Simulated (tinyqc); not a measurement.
Inside a calculation. Model: ferroelectric with a first-order transition, Landau-Devonshire energy.

Numbers from tinyqc (`OMP_NUM_THREADS=1 python tinyqc.py 2860004 2860005 out.jsonl`; about 0.01 s on one thread of a shared Intel Xeon 2.30GHz). Printed values are rounded.

One domain with free energy u = al P^2 + be P^4 + ga P^6 - E P, al = a0 (T - T0), be < 0 < ga (P in uC/cm^2, E in kV/cm, u in mJ/cm^3). Equilibrium: E = 2 al P + 4 be P^3 + 6 ga P^5; a state is stable against small changes where dE/dP > 0. The coercive field is that of uniform switching, which real films, switching by domains, do not reach.

Parameters, values chosen for the exercise:
```
symbol,value,unit,meaning
a0,0.014,kV cm/(uC K),slope of the quadratic coefficient
T0,381,K,Curie-Weiss temperature
be,-0.00021,kV cm^5/uC^3,quartic coefficient
ga,8.4e-8,kV cm^9/uC^5,sixth-order coefficient
T,361,K,temperature
Ea,88,kV/cm,applied field
```

Constants: eps0 = 8.8541878128e-14 F/cm where lengths are in cm. Results are converted to the units shown.

## Spontaneous polarisation, coercive field and susceptibility

Ps^2 = [-be + sqrt(be^2 - 3 al ga)]/(3 ga); Pc^2 = [-3 be + sqrt(9 be^2 - 15 al ga)]/(15 ga), Ec = -E(Pc); susceptibility chi = 1/(eps0 dE/dP).

al = -0.28 kV cm/uC
Ps = 46.65879 uC/cm^2
u(Ps) at E = 0 = -738.1475 mJ/cm^3
Pc = 34.45554 uC/cm^2
Ec = 29.18019 kV/cm
chi at Ps = 1915.086

## Transition temperatures

TC = T0 + be^2/(4 a0 ga), where u(Ps) = u(0); T1 = T0 + be^2/(3 a0 ga), where the polar minimum disappears. At TC the polarisation jumps from sqrt(-be/(2 ga)) to zero, with latent heat TC a0 Ps^2.

TC = 390.3750 K
T1 = 393.5 K
jump of P = 35.35534 uC/cm^2
latent heat = 6.831563 J/cm^3

Thermal hysteresis can span T0 to T1, 12.5 K.

## Iteration 1: polarisation on the upper branch by Newton steps

P at the start = 56 uC/cm^2

f = 2 al P + 4 be P^3 + 6 ga P^5 - Ea, f' = 2 al + 12 be P^2 + 30 ga P^4, P(new) = P - f/f'.

f = 10.69138 kV/cm
f' = 16.32021 kV cm/uC
P after iteration 1 = 55.34490 uC/cm^2

## Iteration 2: polarisation on the upper branch by Newton steps

As before.

f = 0.3151044 kV/cm
f' = 15.36455 kV cm/uC
P after iteration 2 = 55.32439 uC/cm^2

## Course of the iteration: polarisation on the upper branch by Newton steps

Stop when P changes by less than 1e-10 uC/cm^2, or after 40 iterations. The rule counts as met only at the stable state of positive P.

Course of the iteration:

| iteration | P (uC/cm^2) | \|change\| (uC/cm^2) |
|---|---|---|
| 1 | 55.34490 | 0.655 |
| 2 | 55.32439 | 0.0205 |
| 3 | 55.32437 | 1.96e-5 |
| 4 | 55.32437 | 1.79e-11 |

Converged in 4 iterations. At the end the number of correct digits about doubles with each step. There chi = 736.
